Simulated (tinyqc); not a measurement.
Bias-temperature instability, empirical power law with universal recovery: one step of the calculation.

Threshold-voltage shift at the end of a stress: dV = A (V/V0)^g exp[-(Ea q/kB)(1/T - 1/T0)] (t/1 s)^n. After a delay tr the permanent share pp stays and the rest falls by r = 1/(1 + B (tr/t)^be). An empirical model: its parameters are fits, not properties.

Task. What a delayed measurement sees. At V0 and T0, measured shift = dV [pp + (1 - pp) r]; the apparent exponent is the slope of ln(shift) against ln t between the first and last point.

Values chosen for this exercise: reference stress voltage V0 = 1.4 V; reference temperature T0 = 373 K; shift after 1 s at V0 and T0 A = 29 mV; time exponent n = 0.19; voltage exponent g = 6.7; apparent activation energy of the shift Ea = 0.15 eV; permanent share pp = 0.14; recovery scale B = 3.4; recovery dispersion be = 0.23; delay before the measurement tr = 1 s.

Constants: q = 1.602176634e-19 C, kB = 1.380649e-23 J/K. Results are converted to the units shown.

t, point 0 to 2 (s): 10  100  1000

Give: dV; share left; measured; apparent n.

Result.

```
point  dV (mV)  share left  measured (mV)
0       44.916     0.42647         19.155
1       69.566     0.53469         37.197
2       107.75     0.64762         69.778
```

apparent n = 0.28072

The delay hides 35.2 % of the last shift and raises the exponent from 0.19 to 0.281, since short stresses recover by a larger share.

Program tinyqc, `OMP_NUM_THREADS=1 python tinyqc.py 2070065 2070066 out.jsonl`; Intel Xeon 2.30GHz, shared host, one thread, about 0.01 s.
